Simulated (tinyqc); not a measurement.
Vacuum evaporation: vapour pressure, source flux, thickness distribution, purity and step coverage: one step, computed by the program tinyqc. Command: `OMP_NUM_THREADS=1 python tinyqc.py 3112153 3112154 out.jsonl evap walk`. One thread of a shared host (Intel(R) Xeon(R) Processor @ 2.30GHz), about 0.01 s of CPU time with the checks.

Molecular flow, unit sticking of the metal, no re-evaporation. The background gas is taken as water vapour (18.015 g/mol, collision diameter 0.37 nm) at 300 K.

Question. Scattering and purity. Mean free path lambda = k_B T_g/(sqrt2 pi d^2 p); unscattered share exp(-h/lambda); gas arrival p/sqrt(2 pi m_g k_B T_g); impurity ratio = sticking x gas arrival/metal arrival; monolayer time = 1e15 cm^-2/(sticking x gas arrival).

Inputs (values chosen for the exercise, modelled on silver, with constants for the liquid): source temperature T = 1380 K; source-to-wafer distance h = 28 cm; background pressure p = 9e-06 Pa; sticking of background gas = 0.2.

arrival rate at the centre = 9.694972e+15 1/(cm^2 s)

Constants: k_B = 1.380649e-23 J/K; u = 1.6605390666e-27 kg.

Give: mean free path; unscattered share; gas arrival rate; impurity ratio; monolayer time.

Answer.

mean free path = 756.65 m

unscattered share = 0.99963

gas arrival rate = 3.2256e+13 1/(cm^2 s)

impurity ratio = 6.6541e-04

monolayer time = 155.01 s
